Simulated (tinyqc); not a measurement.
Inside a calculation: band-to-band tunnelling across a p-n junction in a two-band chain. Values are carried at full precision from step to step, so a last printed digit may differ when a step is redone from the rounded ones.

Sites alternate A at -Eg/2 and C at +Eg/2 with hopping -t; near the edges, with k counted from the zone boundary pi/a, E^2 = (Eg/2)^2 + (t a k)^2, so t = sqrt(c Eg/m)/a gives the mass m, c = hbar^2/2m0. In the gap cosh(q a) = 1 + (Eg^2/4 - e^2)/(2 t^2), e the energy from the local mid-gap. The potential is V0 = Eg + ov on the p side (left), 0 on the n side, and falls linearly over the 2N sites of the junction, V_j = V0 (1 - j/(2N + 1)), j = 1 to 2N, site 1 being A. E = Eg/2 + x ov. A half chain that ends on a site of level e1 with neighbour e2 has g = (1 + z)/(E - e1), z = exp(-/+ i k a) the root with Im g < 0, cos(k a) = (E - e1)(E - e2)/(2 t^2) - 1. S_L = t^2 g (ending on C, shifted by V0), S_R = t^2 g (starting on A). T = 4 Im(S_L) Im(S_R) |G_(1,2N)|^2.

Constants: hbar^2/2m0 = 3.80998211 eV angstrom^2.

Values chosen for the exercise (gap and mass near those of GaSb; shifted at random, so the results belong to these values and not to a real crystal):
- Eg = 0.705 eV (gap)
- m = 0.043 m0 (mass of electron and light hole)
- a = 4 angstrom (period (two sites))
- ov = 0.24 eV (overlap: top of the valence band on the p side above the conduction edge on the n side)
- N = 4 (periods in the small junction)
- x = 0.63 (energy above the n-side conduction edge, as a share of ov)

## Hopping, field and tunnelling length

Form t, V0, E, the field F = V0/((2N + 1) a/2) (1 V/angstrom = 100 MV/cm) and the length Eg/F over which E lies in the gap.

t = 1.9759 eV
V0 = 0.9450 eV
E = 0.5037 eV
F = 5.250 MV/cm
tunnelling length = 13.43 angstrom

So short a junction keeps the matrix small; its field is above the 1 to 3 MV/cm of tunnel diodes.

## Self-energies of the two sides

Form cos(k a) and S for each side.

cos(k a): left -0.990972, right -0.983420

S_L, S_R (eV): -0.04440-0.65937i  0.07560-0.82688i

## Recursive Green function

g_1 = 1/(E - e_1 - S_L); g_j = 1/(E - e_j - t^2 g_(j-1)), with S_R also subtracted at the last site; G_1j = G_1(j-1) (-t) g_j, G_11 = g_1; e_j is the site level plus V_j. The self-energies stand in the order S_L, S_R.

Sweep:

| j | e_j (eV) | g_j (1/eV) | G_1j (1/eV) |
|---|---|---|---|
| 1 | 0.4875 | 0.1382-1.5039i | 0.1382-1.5039i |
| 2 | 1.0875 | -0.0314-0.1643i | 0.4968-0.0485i |
| 3 | 0.2775 | 0.6544-1.2030i | -0.5270+1.2437i |
| 4 | 0.8775 | -0.0956-0.1533i | -0.4763+0.0753i |
| 5 | 0.0675 | 0.7987-0.5906i | 0.6638-0.6746i |
| 6 | 0.6675 | -0.2040-0.1433i | 0.4586-0.0839i |
| 7 | -0.1425 | 0.6025-0.2337i | -0.5072+0.3117i |
| 8 | 0.4575 | -0.2738-0.2000i | -0.3976-0.0318i |

T = 0.3470

## WKB for the same field

T = exp(-2 I/F), I = integral of q de across the gap. Continuum: q = sqrt(Eg^2/4 - e^2)/(t a), I = pi Eg^2/(8 t a). Lattice: q from the cosh formula, 12 Gauss-Legendre points in u with e = (Eg/2) sin(u), u from -pi/2 to pi/2. F in V/angstrom is the value in MV/cm over 100.

I (eV/angstrom): continuum 0.024695, lattice 0.024671

T by WKB: continuum 0.3903, lattice 0.3907

The chain gives 0.3470, 0.888 times the lattice WKB value; the exponent is only 0.94, and reflections at the two kinks of the potential count.

## Checks

- G_(1,2N) from the sweep against inversion of the whole matrix (size): both 0.39886.

Program tinyqc; command `OMP_NUM_THREADS=1 python tinyqc.py 1452017 1452018 out.jsonl`; about 0.01 s on one thread of a shared Intel(R) Xeon(R) Processor @ 2.30GHz.
